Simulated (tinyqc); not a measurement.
Hydrogen passivation of interface dangling bonds: competing passivation and dissociation with distributed barriers. Inputs raised by 10 %, one at a time. Computed by tinyqc, a small Python program. Command: `OMP_NUM_THREADS=1 python tinyqc.py 3020366 3020367 out.jsonl passiv sens`. One thread of a shared host (Intel(R) Xeon(R) Processor @ 2.30GHz), about 0.1 s of CPU time with the checks.

P_b + H2 gives P_bH + H at the rate k_f [H2]; P_bH gives P_b + H at the rate k_d. All defects start unpassivated. E_f and E_d are Gaussian and independent.

Inputs (values chosen for the exercise, close to those used for P_b centres at the silicon-oxide interface):

| quantity | value | unit |
|---|---|---|
| defect density N0 | 8.1e+11 | 1/cm^2 |
| passivation prefactor k_f0 | 6.6e-08 | cm^3/s |
| mean passivation barrier E_f | 1.52 | eV |
| spread sigma_f | 0.12 | eV |
| dissociation prefactor k_d0 | 1.9e+12 | 1/s |
| mean dissociation barrier E_d | 2.64 | eV |
| spread sigma_d | 0.11 | eV |
| H2 in the oxide per atm, solubility factor | 6.8e+17 | 1/(cm^3 atm) |
| hydrogen pressure p | 0.05 | atm |
| anneal temperature T | 350 | C |
| anneal time t | 130 | s |
| oxide thickness | 13 | nm |

Constants: k_B = 8.617333262e-05 eV/K; e = 1.602176634e-19 C; eps_0 = 8.8541878128e-12 F/m.

Method:
- [H2] = solubility factor x p; a = k_f0 [H2] exp(-E_f/(k_B T)), d = k_d0 exp(-E_d/(k_B T)). For one pair of barriers the active share is y = [d + a exp(-(a + d) t)]/(a + d).
- Temperatures in kelvin are T(C) + 273.15.
- Average y over both Gaussians with 40 x 40 Gauss-Hermite points.
- Active density N0 y; threshold shift if each active defect holds one charge, e N0 y t_ox/(3.9 eps_0).
- Minimise the averaged y over T between 150 and 900 C: find where ln y is equal at T - 0.05 and T + 0.05 C; T is rounded to 0.1 C.

Runs:

| input moved | from | to | active share y | active share, single barriers | least active share | threshold shift (mV) |
|---|---|---|---|---|---|---|
| base run | - | - | 0.7044 | 0.8620 | 0.00253 | 344.2 |
| passivation prefactor k_f0 (cm^3/s) | 6.6e-08 | 7.26e-08 | 0.6917 | 0.8493 | 0.00228 | 337.9 |
| mean passivation barrier E_f (eV) | 1.52 | 1.672 | 0.9441 | 0.9913 | 0.01972 | 461.2 |
| spread sigma_f (eV) | 0.12 | 0.132 | 0.6903 | 0.8620 | 0.00349 | 337.3 |
| dissociation prefactor k_d0 (1/s) | 1.9e+12 | 2.09e+12 | 0.7044 | 0.8620 | 0.00272 | 344.2 |
| mean dissociation barrier E_d (eV) | 2.64 | 2.904 | 0.7044 | 0.8620 | 0.00016 | 344.2 |
| spread sigma_d (eV) | 0.11 | 0.121 | 0.7044 | 0.8620 | 0.00296 | 344.2 |
| anneal time t (s) | 130 | 143 | 0.6917 | 0.8493 | 0.00245 | 337.9 |

Exponents ln(y'/y) / ln(x'/x):

| input | active share y | active share, single barriers | least active share | threshold shift |
|---|---|---|---|---|
| passivation prefactor k_f0 | -0.192 | -0.156 | -1.093 | -0.192 |
| mean passivation barrier E_f | 3.072 | 1.467 | 21.558 | 3.072 |
| spread sigma_f | -0.212 | 0.000 | 3.398 | -0.212 |
| dissociation prefactor k_d0 | 0.000 | 0.000 | 0.762 | 0.000 |
| mean dissociation barrier E_d | 0.000 | 0.000 | -29.205 | 0.000 |
| spread sigma_d | 0.000 | 0.000 | 1.673 | 0.000 |
| anneal time t | -0.192 | -0.156 | -0.327 | -0.192 |

Among the inputs moved here: active share y answers most in size to mean passivation barrier E_f (exponent +3.072), next to spread sigma_f (-0.212); its exponent is below 0.0005 for dissociation prefactor k_d0, mean dissociation barrier E_d, spread sigma_d. Its exponent 0.000 in dissociation prefactor k_d0: dissociation plays no part. Active share, single barriers answers most in size to mean passivation barrier E_f (exponent +1.467), next to passivation prefactor k_f0 (-0.156); its exponent is below 0.0005 for spread sigma_f, dissociation prefactor k_d0, mean dissociation barrier E_d, spread sigma_d. Least active share answers most in size to mean dissociation barrier E_d (exponent -29.205), next to mean passivation barrier E_f (+21.558). Threshold shift answers most in size to mean passivation barrier E_f (exponent +3.072), next to spread sigma_f (-0.212); its exponent is below 0.0005 for dissociation prefactor k_d0, mean dissociation barrier E_d, spread sigma_d.

Caution (all rows): atomic hydrogen, which both passivates and depassivates, and further passivation during cooling are left out. Caution (rows mean dissociation barrier E_d): a least active share below 1e-3 is a property of the model; measured passivation levels off well above it.

Extremes, crossings and ranges named in words are read from the listed rows.
